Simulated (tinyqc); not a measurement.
## Bandgap voltage reference from two bipolar transistors: output against temperature

Two transistors of area 1 and N carry the same current I. Is(T) = Is (T/T0)^eta exp[(Vg0 q/kB)(1/T0 - 1/T)], VBE1 = Vt ln(I/Is(T)) + I rb, VBE2 = Vt ln(I/(N Is(T))) + I rb/N. The amplifier forces I R1(T) = VBE1 - VBE2 + Vos, with R(T) = R (1 + tc (T - T0)) for both resistors, and the output is Vref = VBE1 + I R2(T). Base currents and the Early effect are neglected.

Vt = kB T/q; I = (Vt ln N + Vos)/(R1(T) - rb (1 - 1/N)).

Values chosen for this exercise; values of the order met in silicon bipolar transistors:

| symbol | value | unit | meaning |
|---|---|---|---|
| T0 | 323 | K | reference temperature |
| Vg0 | 1.181 | V | band-gap voltage extrapolated to 0 K |
| eta | 4 |  | temperature exponent of the saturation current |
| Is | 1.1e-17 | A | saturation current of the unit transistor at T0 |
| N | 10 |  | area ratio of the second transistor |
| R1 | 2.3 | kohm | resistor across which the difference of VBE falls, at T0 |
| tc | 0 | ppm/K | temperature coefficient of both resistors |
| Vos | 0.5 | mV | offset of the amplifier |
| rb | 0 | ohm | series resistance of the unit transistor |
| R2 | 17.86 | kohm | output resistor at T0 |

Constants: q = 1.602176634e-19 C, kB = 1.380649e-23 J/K. Results are converted to the units shown.

Output against temperature:
```
T (K)  I (uA)  VBE1 (V)  I R2 (V)  Vref (V)  Vref - Vref(T0) (mV)  dVref/dT (uV/K)
218     19.02    0.9428    0.3398     1.283                -14.13            188.7
233     20.32    0.9224    0.3629     1.285                -11.43            171.5
253     22.04    0.8948    0.3937     1.289                -8.216            150.2
273     23.77    0.8668    0.4245     1.291                -5.410            130.6
298     25.93    0.8313    0.4630     1.294                -2.434            107.9
323     28.08    0.7952    0.5016     1.297                     0            87.08
348     30.24    0.7586    0.5401     1.299                 1.933            67.80
373     32.40    0.7215    0.5786     1.300                 3.401            49.87
398     34.55    0.6840    0.6171     1.301                 4.436            33.10
423     36.71    0.6462    0.6556     1.302                 5.065            17.35
```

What does the table show?

VBE1 falls by 1.45 mV/K on average and I R2 rises by 1.54 mV/K. The slope of Vref vanishes at T = 452 K. Between 233 and 398 K Vref spans 15.9 mV, or 74.2 ppm/K by the box method (span over the average over T, over 165 K).

Computed by the program tinyqc: `OMP_NUM_THREADS=1 python tinyqc.py 2062205 2062206 out.jsonl`, one thread of a shared Intel Xeon 2.30GHz, about 0.02 s for the whole run.
